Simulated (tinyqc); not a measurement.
Inside a calculation. Method: tight binding, honeycomb lattice. One step of it, computed by the program tinyqc.

Problem. Levels at k. Diagonalise the Hermitian matrix.

H(k) at k (eV):
```
,A,B
A,0.000000,-0.508015-1.096491i
B,-0.508015+1.096491i,0.000000
```

Give: eigenvalues; weights |c|^2 of the basis functions.

Solution.

eigenvalues (eV): -1.208  1.208

weights |c|^2 of the basis functions:
```
,band 1,band 2
A,0.500,0.500
B,0.500,0.500
```
